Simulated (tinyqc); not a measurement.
Inside a calculation. Method: Hubbard chain of 6 sites. Computed by tinyqc, a small Python program that keeps every step. Settings: hopping = 1.84, U = 7.9, mixing = 0.2, iteration cap = 53. Command: `OMP_NUM_THREADS=1 python tinyqc.py 23834 23835 out.jsonl` (the two numbers bound the seeds that draw the settings). One thread of a shared host (Intel(R) Xeon(R) Processor @ 2.60GHz), about 0.2 s of CPU time with the checks.

one-body matrix (hopping and site energies) (eV), order 1, 2, 3, 4, 5, 6:
$$\begin{pmatrix}
0.200000 & -1.840000 & 0.000000 & 0.000000 & 0.000000 & 0.000000 \\
-1.840000 & -0.910000 & -1.840000 & 0.000000 & 0.000000 & 0.000000 \\
0.000000 & -1.840000 & -0.840000 & -1.840000 & 0.000000 & 0.000000 \\
0.000000 & 0.000000 & -1.840000 & -0.060000 & -1.840000 & 0.000000 \\
0.000000 & 0.000000 & 0.000000 & -1.840000 & -0.800000 & -1.840000 \\
0.000000 & 0.000000 & 0.000000 & 0.000000 & -1.840000 & 0.930000
\end{pmatrix}$$

U = 7.900000 eV

electrons, up and down: [3, 3]

n(up) at the start (a guess, not normalised): 1 0.950000, 2 0.050000, 3 0.950000, 4 0.050000, 5 0.950000, 6 0.050000

n(down) at the start (a guess): 1 0.050000, 2 0.950000, 3 0.050000, 4 0.950000, 5 0.050000, 6 0.950000

Each step fills the lowest levels of T + U n(other spin) and sets n(new) = n + mixing (n(out) - n); stop when output and input agree to 1e-8.

Course of the cycle:
```
iteration       E (eV)  largest |n(out) - n(in)|  mean |n_up - n_down|
1          -5.61131834                  7.17e-02              0.843031
2          -5.61617980                  5.82e-02              0.840242
3          -5.61972115                  4.75e-02              0.837780
4          -5.62230655                  3.88e-02              0.835615
5          -5.62419845                  3.18e-02              0.833717
6          -5.62558605                  2.62e-02              0.832057
7          -5.62660590                  2.16e-02              0.830610
8          -5.62735687                  1.79e-02              0.829350
9          -5.62791073                  1.49e-02              0.828255
10         -5.62831977                  1.24e-02              0.827304
11         -5.62862220                  1.04e-02              0.826479
...                ...                       ...                   ...
43         -5.62948736                  7.46e-05              0.821266
44         -5.62948737                  6.43e-05              0.821260
45         -5.62948739                  5.54e-05              0.821254
46         -5.62948740                  4.78e-05              0.821250
47         -5.62948740                  4.12e-05              0.821246
48         -5.62948741                  3.55e-05              0.821242
49         -5.62948741                  3.06e-05              0.821239
50         -5.62948741                  2.64e-05              0.821237
51         -5.62948742                  2.27e-05              0.821234
52         -5.62948742                  1.96e-05              0.821232
53         -5.62948742                  1.69e-05              0.821231
```

Can the last value be used, and what does the course show?

Not by the stop rule, although the second column moves by less than 1e-07 over the last three steps. Not converged within 53 iterations: the residual falls steadily but slowly, by a factor of about 0.86 a step. The lowest mean-field energy found from random starts is -5.62949 eV. Reruns (cap 100 unless said): mixing 0.5: converged in 37 (E = -5.62949); mixing 0.9: converged in 17 (E = -5.62949); the original settings with a cap of 400: converged in 103 (E = -5.62949).
